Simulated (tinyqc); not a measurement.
# MOS structure on a p-type body with a doping step, non-linear Poisson equation by Newton steps: effects of single changes

One dimension, insulator interface at x = 0, acceptor density N1 for x < x1 and Na beyond, net doping C = -(acceptor density). psi is counted from the intrinsic level: n = ni exp((psi - Vb)/Vt), p = ni exp(-psi/Vt); deep in the body psi_b = -Vt ln(Na/ni). The gate acts through Cox = eps0 eox/tox and has the potential psi_G = Vg - (phiM - chi - Vt ln(Nc/ni)). Boltzmann statistics, full ionisation, classical densities, no oxide or interface charge. Acceptors in real wide-gap material are deep and only partly ionised in the neutral body.

Values chosen for this exercise; band and dielectric values close to those of 4H silicon carbide: temperature T = 300 K; band gap Eg = 3.27 eV; relative permittivity eps_r = 9.86; conduction-band density of states at T Nc = 1.67e19 cm^-3; valence-band density of states at T Nv = 2.48e19 cm^-3; electron affinity chi = 3.61 eV; acceptor density deep in the body Na = 1.1e17 cm^-3; relative permittivity of the gate insulator (close to aluminium oxide) eox = 9.16; insulator thickness tox = 17 nm; gate work function phiM = 3.64 eV; electron quasi-Fermi potential against the body Vb = 0 V; depth of the doping step x1 = 74 nm; acceptor density above the step N1 = 3.3e17 cm^-3.

Constants: q = 1.602176634e-19 C, kB = 1.380649e-23 J/K, Vt = kB T/q, eps0 = 8.8541878128e-14 F/cm where lengths are in cm. Results are converted to the units shown.

Each table varies one quantity; the others keep the values above.

## Charge and capacitance against gate voltage

ni = sqrt(Nc Nv) exp(-Eg/(2 Vt)), Eg in volts. The Poisson equation d/dx(eps0 eps_r dpsi/dx) = -q (p - n + C), with eps0 eps_r dpsi/dx = -Cox (psi_G - psi_0) at x = 0, is solved on a mesh of about 600 nodes or more. N_inv is the integral of n less its value deep in the body. C_LF = Cox (1 - dpsi_0/dVg) with all carriers following; C_HF is the same with the electron quasi-Fermi level shifting uniformly so that N_inv stays fixed. The centroid is that of the same excess.

Charge and capacitance against gate voltage:
```
Vg (V),psi_0 - psi_b (V),N_inv (cm^-2),C_LF/Cox,C_HF/Cox,centroid (nm)
0.68,2.76,5.45e5,0.126,0.126,0.470
0.83,2.89,8.63e7,0.122,0.122,0.462
0.97,3.02,9.01e9,0.200,0.118,0.454
1.12,3.10,1.88e11,0.713,0.116,0.443
1.26,3.12,5.14e11,0.863,0.115,0.431
1.41,3.14,9.07e11,0.913,0.115,0.418
1.55,3.15,1.29e12,0.935,0.115,0.407
1.7,3.16,1.71e12,0.948,0.115,0.395
1.84,3.16,2.10e12,0.956,0.115,0.385
1.98,3.17,2.50e12,0.962,0.115,0.376
```

Read the table: what changes, and by how much?

N_inv goes from 5.45e5 to 2.50e12 cm^-2 and passes 2e11 cm^-2 at Vg = 1.13 V. Below threshold it takes 69.4 mV a decade between Vg = 0.83 and 0.97 V, against Vt ln 10 = 59.5 mV. C_LF/Cox is lowest, 0.122, at Vg = 0.83 V among the rows listed and ends at 0.962, while C_HF/Cox ends at 0.115. Between the last two rows q dN_inv/dVg is 0.956 Cox. Where the classical centroid is under about 2 nm, confinement would move the charge away from the interface and raise the threshold. Above about 2e12 cm^-2 degeneracy matters too.

## Effect of the depth of the doping step on threshold, swing and body effect

VT is the Vg at which N_inv = 2e11 cm^-2. m = 1/(dpsi_0/dVg) at N_inv = 1e8 cm^-2; the swing is the Vg between N_inv = 1e8 and 1e9 cm^-2; body coefficient [VT(Vb + 0.05 V) - VT(Vb)]/0.05 V - 1.

Results:
```
x1 (nm),VT (V),psi_0 - psi_b at VT (V),m - 1,swing (mV/decade),body coefficient
18,0.825,3.09,0.111,66.6,0.110
27,0.885,3.09,0.113,66.7,0.111
40,0.964,3.09,0.117,66.9,0.114
59,1.06,3.10,0.126,67.4,0.122
130,1.19,3.10,0.188,71.2,0.185
180,1.19,3.10,0.188,71.2,0.185
```

Estimate the missing row, x1 = 86 nm.

Computed row:
```
x1 (nm),VT (V),psi_0 - psi_b at VT (V),m - 1,swing (mV/decade),body coefficient
86,1.16,3.10,0.158,69.3,0.149
```

With this row back in the table: As x1 goes from 18 to 180, VT rises from 0.825 to 1.19 V, the swing rises from 66.6 to 71.2 mV/decade and the body coefficient rises from 0.110 to 0.185. The swing stays within 0.69 % of m Vt ln 10, and the body coefficient within 0.0086 of m - 1.

Computed by the program tinyqc: `OMP_NUM_THREADS=1 python tinyqc.py 2080049 2080050 out.jsonl`, one thread of a shared Intel Xeon 2.30GHz, about 0.6 s for the whole run.
